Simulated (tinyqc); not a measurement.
Worked calculation: Jacobi rotations on a symmetric matrix. One step of it, computed by the program tinyqc.

Problem. Jacobi rotation 3. Take the largest off-diagonal element A_pq; tan 2 theta = 2 A_pq / (A_qq - A_pp) with |theta| <= pi/4; A' = J^T A J with J_pp = J_qq = cos, J_pq = sin, J_qp = -sin.

A':
```
           1          2          3          4
1   0.661444  -0.090987  -0.509630  -0.300988
2  -0.090987   2.547700   0.302124   0.000000
3  -0.509630   0.302124   2.889000   0.072686
4  -0.300988   0.000000   0.072686   4.456856
```

Give: p, q, theta; A'.

Solution.

p, q, theta (rad): 1.000  3.000  -0.215

A':
```
        1       2      3       4
1   0.550  -0.025  0.000  -0.279
2  -0.025   2.548  0.315   0.000
3   0.000   0.315  3.000   0.135
4  -0.279   0.000  0.135   4.457
```
